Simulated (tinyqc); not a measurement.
Inside a calculation: propagation of a band-gap error through k.p and effective-mass formulas. Values are carried at full precision from step to step, so a last printed digit may differ when a step is redone from the rounded ones.

Chain, for a gap E (the reference Eg or another value), with Ep and Dso kept: 1/me = 1 + Ep (E + 2 Dso/3)/(E (E + Dso)); g* = 2 - 2 Ep Dso/(3 E (E + Dso)); g1(E) = g1 + (Ep/3)(1/E - 1/Eg), g2(E) = g2 + (Ep/6)(1/E - 1/Eg), light hole 1/(g1 + 2 g2), heavy hole 1/(g1 - 2 g2) along [100]; optical constant ei(E) = 1 + (ei - 1)(EP/(EP + E - Eg))^2, static e0(E) = ei(E) + e0 - ei.

Constants: Ry = 13.60569312 eV; a0 (Bohr radius) = 0.5291772105 angstrom; kB = 8.617333262e-05 eV/K; hbar^2/2m0 = 3.80998211 eV angstrom^2.

Parameters, chosen for this exercise (reference values near those of GaSb, gap at low temperature; the results hold for these values, not for the real material): Eg = 0.82 eV (gap at Gamma to the s-like level); Dso = 0.757 eV (spin-orbit splitting); Ep = 26.8 eV (Kane energy); g1 = 13.34 (Luttinger gamma1); g2 = 4.71 (gamma2); e0 = 15.43 (static dielectric constant); ei = 14.35 (optical dielectric constant); EP = 4.23 eV (mean (Penn) gap); Eg2 = 0.902 eV (a wrong gap, of the size a hybrid functional can give); mh = 0.36 m0 (density-of-states mass of the holes); T = 300 K (temperature); k = 0.018 1/angstrom (wave vector).

## Masses, g factor and screening for both gaps

Evaluate the chain at Eg and at Eg2.

Band values at the two gaps:
```
quantity,at Eg,at Eg2,ratio
me,0.03515,0.03818,1.086
g*,-8.459,-7.038,-
g1,13.34,12.35,0.926
g2,4.710,4.215,0.895
light hole,0.04394,0.04813,1.095
heavy hole,0.2551,0.2551,1.000
ei,14.35,13.85,0.965
e0,15.43,14.93,0.967
```

The gap is off by a factor of 1.10; the electron mass follows with 1.09 and the light hole with 1.10, while the heavy hole, which does not couple to the conduction level, keeps its value. The optical constant changes less, by -4 %, as it answers to the mean gap, which shifts by the same +0.08 eV on a base of 4.23 eV. g* moves by +1.42; remote bands, left out here, shift it by tenths or, where it is large, by some per cent.

## Binding energies and densities for both gaps

Donor: R = Ry me/e0^2, a_B = a0 e0/me, Mott density (0.26/a_B)^3. Nc, Nv = 2 (m kT/(4 pi c))^(3/2), c = hbar^2/2m0, ni = sqrt(Nc Nv) exp(-E/2kT). Exciton: Ry mu/e0^2 with 1/mu = 1/me + g1(E). 1 angstrom^-3 = 1e24 cm^-3.

Use the values of the table.

Results:
```
quantity,at Eg,at Eg2,ratio
R (meV),2.008,2.331,1.16
a_B (angstrom),232.3,206.9,0.891
Mott density (cm^-3),1.402e+15,1.985e+15,1.42
Nc (cm^-3),1.653e+17,1.872e+17,1.13
ni (cm^-3),1.226e+11,2.671e+10,0.218
exciton (meV),1.367,1.584,1.16
```

Power laws carry the error on: the donor energy (me/e0^2) by a factor of 1.16, the Mott density (cube of me/e0) by 1.42. ni, with its exponential, changes by a factor of 0.218, that is 0.7 decades.

## A scissor shift and what it does not mend

A rigid shift D = Eg - Eg2 of the conduction band restores the gap but leaves the curvature, so the mass stays me(Eg2); redoing the sum 1/m = 1 + Ep (E + 2 Dso/3)/(E (E + Dso)) with E = Eg and the same Ep gives another mass. For optics, eps2 at the edge goes as |p|^2/E^2: a rigid shift keeps the dipole elements p/E, while shifting the energies under unchanged p scales eps2 by (Eg2/Eg)^2.

shift D = -0.082 eV
mass under a rigid shift = 0.0382 m0
mass from the sum with the corrected gap = 0.0351 m0
factor on eps2 if p is left unscaled = 1.210

The rigid shift leaves the mass off by a factor of 1.09. The mass from the corrected gap is the reference me(Eg) here, because the exercise keeps Ep fixed; a real correction of the gap depends on k and changes Ep as well.

## Far from the edge the relative error shrinks

Two-level dispersion E(k) = sqrt(E^2/4 + Ep c k^2) - E/2 at k/4, k, 4k for both gaps, c = hbar^2/2m0.

Energies above the edge:
```
k (1/angstrom),at Eg (eV),at Eg2 (eV),ratio
0.00450,0.0025,0.0023,0.910
0.01800,0.0385,0.0353,0.916
0.07200,0.4251,0.4050,0.953
```

The ratio tends to Eg/Eg2 = 0.91 at k = 0 and goes from 0.910 to 0.953: at large k both curves approach the same slope sqrt(Ep c), while their distance in eV grows towards |Eg - Eg2|/2.

## Checks

- Chain at E = Eg against the inputs g1, g2, ei, e0: they agree to 1e-10 or better.

tinyqc: `OMP_NUM_THREADS=1 python tinyqc.py 1850726 1850727 out.jsonl`; about 0.01 s, one thread, shared Intel(R) Xeon(R) Processor @ 2.30GHz.
